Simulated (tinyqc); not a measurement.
MP2 on RHF in the 6-31g basis, for H2, spin multiplicity 1, step by step. One step of it, computed by the program tinyqc.

Question. Integrals over molecular orbitals. (pq|rs) = sum C_ip C_jq C_kr C_ls (ij|kl), one index at a time.

coefficients C:
```
            MO1        MO2        MO3        MO4
1H 1s  0.298677   0.155622   0.840464  -1.012088
1H 2s  0.314642   1.346030  -0.695924   1.240498
2H 1s  0.298677  -0.155622   0.840464   1.012088
2H 2s  0.314642  -1.346030  -0.695924  -1.240498
```

core Hamiltonian H = T + V (hartree), lower triangle:
```
           1H 1s      1H 2s      2H 1s      2H 2s
1H 1s  -0.830083
1H 2s  -0.851555  -0.880340
2H 1s  -0.559079  -0.644251  -0.830083
2H 2s  -0.644251  -0.769216  -0.851555  -0.880340
```

Two-electron integrals (ij|kl) in chemists' order, unique and non-zero (hartree):
```
(11|11) 1.076566   (21|11) 0.578470   (21|21) 0.329423   (22|11) 0.587396
(22|21) 0.361304   (22|22) 0.453150   (31|11) 0.257298   (31|21) 0.148856
(31|22) 0.166493   (31|31) 0.088957   (32|11) 0.270213   (32|21) 0.166908
(32|22) 0.208513   (32|31) 0.107007   (32|32) 0.147487   (33|11) 0.558135
(33|21) 0.353922   (33|22) 0.459337   (33|31) 0.257298   (33|32) 0.379697
(33|33) 1.076566   (41|11) 0.379697   (41|21) 0.217372   (41|22) 0.240408
(41|31) 0.107007   (41|32) 0.123183   (41|33) 0.270213   (41|41) 0.147487
(42|11) 0.430372   (42|21) 0.266904   (42|22) 0.341008   (42|31) 0.138945
(42|32) 0.185230   (42|33) 0.430372   (42|41) 0.185230   (42|42) 0.278020
(43|11) 0.353922   (43|21) 0.223124   (43|22) 0.290582   (43|31) 0.148856
(43|32) 0.217372   (43|33) 0.578470   (43|41) 0.166908   (43|42) 0.266904
(43|43) 0.329423   (44|11) 0.459337   (44|21) 0.290582   (44|22) 0.389025
(44|31) 0.166493   (44|32) 0.240408   (44|33) 0.587396   (44|41) 0.208513
(44|42) 0.341008   (44|43) 0.361304   (44|44) 0.453150
```

Give: one-electron integrals over orbitals h = C^T H C; Two-electron integrals over orbitals.

Answer.

one-electron integrals over orbitals h = C^T H C (hartree), lower triangle:
```
         1        2        3       4
1  -1.1367
2   0.0000  -0.5895
3  -0.1443   0.0000  -0.0608
4   0.0000   0.1990   0.0000  0.1439
```

Two-electron integrals over orbitals (pq|rs), unique and non-zero (hartree):
```
(11|11) 0.5905    (21|21) 0.0991    (22|11) 0.4388    (22|22) 0.3959
(31|11) 0.1443    (31|22) 0.0626    (31|31) 0.0991    (32|21) -0.0008
(32|32) 0.0350    (33|11) 0.5125    (33|22) 0.3948    (33|31) 0.1192
(33|33) 0.4692    (41|21) -0.0811   (41|32) -0.0407   (41|41) 0.1188
(42|11) -0.1401   (42|22) -0.0667   (42|31) -0.0795   (42|33) -0.1124
(42|42) 0.0783    (43|21) -0.1084   (43|32) -0.0245   (43|41) 0.1259
(43|43) 0.1590    (44|11) 0.5963    (44|22) 0.4471    (44|31) 0.1804
(44|33) 0.5380    (44|42) -0.1656   (44|44) 0.6630
```
